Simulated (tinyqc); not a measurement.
# Changing the temperature T

Model: harmonic transition-state theory with quantum, tunnelling and friction corrections. Computed by tinyqc, a small Python program. Command: `OMP_NUM_THREADS=1 python tinyqc.py 3011118 3011119 out.jsonl rates sweep`. One thread of a shared host (Intel(R) Xeon(R) Processor @ 2.30GHz), about 0.01 s of CPU time with the checks.

One atom hops between equivalent sites; three modes at the minimum and two real modes at the saddle are treated as harmonic, the rest of the crystal as unchanged; melting is ignored, so hot rows may lie above the melting point.

Inputs (values chosen for the exercise, modelled on interstitial hydrogen in silicon):
```
quantity                                value      unit
barrier E_b                              0.49        eV
imaginary frequency at the saddle nu_b   31.8       THz
jump length d                            1.92  angstrom
number of jump directions z                 6         -
```

Lattice of sites: three-dimensional.

frequencies at the minimum (THz): 36.1  45.7  49.4

real frequencies at the saddle (THz): 46.3  55

Constants: k_B = 8.617333262e-05 eV/K; h x 1 THz = 4.135667696 meV.

Method:
- Vineyard: nu* = product of minimum frequencies / product of real saddle frequencies; k_cl = nu* exp(-E_b/(k_B T)).
- Activation entropy S = k_B ln(nu* h/(k_B T)); for uncorrelated jumps D = z k d^2/6 and D0 = z nu* d^2/6; 1 angstrom^2 = 1e-16 cm^2.
- Quantum harmonic: k_q = (k_B T/h) [prod 2 sinh(x_i/2) (minimum) / prod 2 sinh(x_j/2) (saddle)] exp(-E_b/(k_B T)), x = h nu/(k_B T).
- Zero-point correction to the barrier = (h/2)(sum of saddle frequencies - sum of minimum frequencies).
- With u = h nu_b/(k_B T): Wigner factor 1 + u^2/24; parabolic barrier (Bell) (u/2)/sin(u/2), valid above T_c = h nu_b/(2 pi k_B); symmetric Eckart barrier: kappa = int_0^infinity P(E) exp(-(E - E_b)/(k_B T)) dE/(k_B T), P = (cosh 2a - 1)/(cosh 2a + cosh 2d), a = alpha sqrt(E/E_b), alpha = 2 pi E_b/(h nu_b), 2d = 2 sqrt(alpha^2 - pi^2/4).

One run for each value:
```
temperature T (K)  classical rate k_cl (1/s)  ratio k_q/k_cl  Eckart factor  classical diffusivity D (cm^2/s)
230                               5.8653e+02          3.3876         11.544                        2.1622e-13
290                               9.7661e+04          2.2351          3.953                        3.6002e-11
360                               4.4209e+06          1.7043          2.332                        1.6297e-09
450                               1.0410e+08          1.4084          1.700                        3.8375e-08
550                               1.0357e+09          1.2555          1.425                        3.8179e-07
680                               7.4748e+09          1.1582          1.264                        2.7555e-06
850                               3.9804e+10          1.0970          1.165                        1.4673e-05
1100                              1.8206e+11          1.0559          1.099                        6.7115e-05
1300                              4.0327e+11          1.0394          1.072                        1.4866e-04
```

Over the rows, classical rate k_cl (1/s) rises from 587 to 4.03e11 (exponent d ln y / d ln x 22 between the first rows and 4.8 between the last); ratio k_q/k_cl falls from 3.39 to 1.04 (exponent d ln y / d ln x -1.8 between the first rows and -0.094 between the last); Eckart factor falls from 11.5 to 1.07 (exponent d ln y / d ln x -4.6 between the first rows and -0.15 between the last). The apparent barrier of the corrected rate k_cl (k_q/k_cl) kappa(Eckart) is 0.347 eV between the coldest rows and 0.465 eV between the hottest, against E_b = 0.49 eV.

Caution (all rows): h nu exceeds k_B T, so zero-point and tunnelling corrections to the classical rate matter. Caution (rows 230): below T_c a separable one-dimensional factor on the uncorrected barrier is unreliable. Caution (rows 1300): the barrier is under 5 k_B T, where harmonic rate theory loses accuracy.
